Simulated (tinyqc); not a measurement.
# Surface potential of a MOS transistor: implicit equation and explicit approximations: two studies

p-type body, charge-sheet picture, depletion and inversion only, full ionisation (an idealisation for deep acceptors), Boltzmann statistics (rough once Na exp(x - xn) passes about Nc/7). In units of Vt: xg = (Vg - Vfb)/Vt, x = psi/Vt, G = gamma/sqrt(Vt), xn = (2 phiF + Vc)/Vt. The implicit equation is (xg - x)^2 = G^2 [x - 1 + exp(x - xn)] for x above about 3. Cox = eps0 eox/tox.

Inputs (values chosen for the exercise); band and dielectric values close to those of 4H silicon carbide: temperature T = 250 K; band gap Eg = 3.25 eV; relative permittivity eps_r = 9.61; conduction-band density of states at T Nc = 1.29e19 cm^-3; valence-band density of states at T Nv = 1.9e19 cm^-3; relative permittivity of the gate insulator (close to silicon dioxide) eox = 3.9; insulator thickness tox = 12 nm; acceptor density Na = 1.1e18 cm^-3; flat-band voltage Vfb = -0.39 V; channel-body voltage Vc = 0.2 V; gate-body voltage Vg = 7.09 V.

Constants: q = 1.602176634e-19 C, kB = 1.380649e-23 J/K, Vt = kB T/q, eps0 = 8.8541878128e-14 F/cm where lengths are in cm. Results are converted to the units shown.

Each table varies one quantity; the others keep the values above.

## Accuracy of the approximations against gate voltage

ni = sqrt(Nc Nv) exp(-Eg/(2 Vt)), Eg in volts; phiF = Vt ln(Na/ni); gamma = sqrt(2 q eps0 eps_r Na)/Cox; VT = Vfb + Vt (xn + G sqrt(xn - 1)). Depletion value a = 1 + [sqrt(G^2/4 + xg - 1) - G/2]^2; inversion value b = xn + ln[(xg - xn)^2/G^2 - xn + 1] and first guess y = min(a, b) - ln(1 + exp(-|a - b|)) if a > xn + 1, else b = y = a; one second-order correction with D = exp(y - xn), p = 2 (xg - y) + G^2 (1 + D), w = (xg - y)^2 - G^2 (y - 1 + D): z = y + 2 w/(p + sqrt(p^2 - 2 (2 - G^2 D) w)), or the Newton step z = y + w/p where the root is not real. N_inv = (Cox Vt G/q) [sqrt(x - 1 + exp(x - xn)) - sqrt(x - 1)] at the root. Lambert form (Cox m Vt/q) W0[(G/(2 m sqrt(xn - 1))) exp((Vg - VT)/(m Vt))], m = 1 + G/(2 sqrt(xn - 1)). Errors under 1e-4 mV, and the linear form below VT, are printed as 0.

Accuracy of the approximations against gate voltage:

| Vg (V) | psi (V) | x - xn | error of y (mV) | error of z (mV) | N_inv (cm^-2) | Cox (Vg - VT)/q (cm^-2) | Lambert form (cm^-2) |
|---|---|---|---|---|---|---|---|
| 6.01 | 3.075 | -12.11 | 0 | 0 | 1.156e5 | 0 | 1.019e5 |
| 6.21 | 3.205 | -6.081 | 0.0171 | 0 | 4.717e7 | 0 | 4.526e7 |
| 6.41 | 3.330 | -0.2673 | 5.66 | -0.0166 | 1.548e10 | 0 | 1.548e10 |
| 6.61 | 3.387 | 2.401 | 10.0 | -0.461 | 2.177e11 | 3.589e11 | 2.187e11 |
| 6.81 | 3.407 | 3.306 | 6.90 | -0.144 | 5.238e11 | 7.182e11 | 5.262e11 |
| 7.01 | 3.418 | 3.819 | 5.15 | -0.0567 | 8.528e11 | 1.077e12 | 8.567e11 |
| 7.21 | 3.426 | 4.179 | 4.16 | -0.0291 | 1.191e12 | 1.437e12 | 1.196e12 |
| 7.41 | 3.432 | 4.458 | 3.52 | -0.0173 | 1.534e12 | 1.796e12 | 1.541e12 |
| 7.61 | 3.437 | 4.686 | 3.07 | -0.0114 | 1.880e12 | 2.155e12 | 1.888e12 |

What does the comparison show?

psi rises from 3.07 to 3.44 V and ends 4.7 Vt above 2 phiF + Vc. Among the rows the first guess is off by at most 10 mV (at Vg = 6.61 V) and the corrected value by at most 0.46 mV. In the last row the linear form is 15 % above N_inv and the Lambert form 0.43 % above it; in the first row the Lambert form is 12 % below it. For Vg = 6.61, 6.81, 7.01, 7.21, 7.41, 7.61 the electron quasi-Fermi level lies less than 2 Vt below the band edge at the surface, or above it, where degeneracy and confinement, left out, matter.

## Effect of the acceptor density at fixed gate voltage

Same model as above.

Vfb is held fixed.

Effect of the acceptor density at fixed gate voltage:

| Na (cm^-3) | psi (V) | x - xn | error of y (mV) | error of z (mV) | N_inv (cm^-2) | Cox (Vg - VT)/q (cm^-2) | Lambert form (cm^-2) |
|---|---|---|---|---|---|---|---|
| 3.7e16 | 3.378 | 8.741 | 2.01 | -3.10e-3 | 6.219e12 | 6.590e12 | 6.275e12 |
| 7.4e16 | 3.392 | 8.015 | 1.92 | -2.71e-3 | 5.715e12 | 6.067e12 | 5.760e12 |
| 1.5e17 | 3.406 | 7.246 | 1.90 | -2.59e-3 | 4.995e12 | 5.330e12 | 5.029e12 |
| 3e17 | 3.418 | 6.426 | 2.00 | -3.06e-3 | 4.006e12 | 4.322e12 | 4.029e12 |
| 6.1e17 | 3.427 | 5.401 | 2.52 | -6.19e-3 | 2.583e12 | 2.873e12 | 2.596e12 |
| 1.2e18 | 3.417 | 3.593 | 5.72 | -0.0790 | 7.195e11 | 9.339e11 | 7.227e11 |

Read the table: what changes, and by how much?

As Na goes from 3.7e16 to 1.2e18, psi goes from 3.38 through a maximum of 3.43 (at Na = 6.1e17 among the rows listed) to 3.42 V, x - xn falls from 8.74 to 3.59 and N_inv falls from 6.22e12 to 7.19e11 cm^-2. The Lambert form lies between 1.00 and 1.01 times N_inv. In every row the electron quasi-Fermi level lies less than 2 Vt below the band edge at the surface, or above it, where degeneracy and confinement, left out, matter.

tinyqc, about 0.01 s, one thread, Intel Xeon 2.30GHz (shared host): `OMP_NUM_THREADS=1 python tinyqc.py 2122020 2122021 out.jsonl`
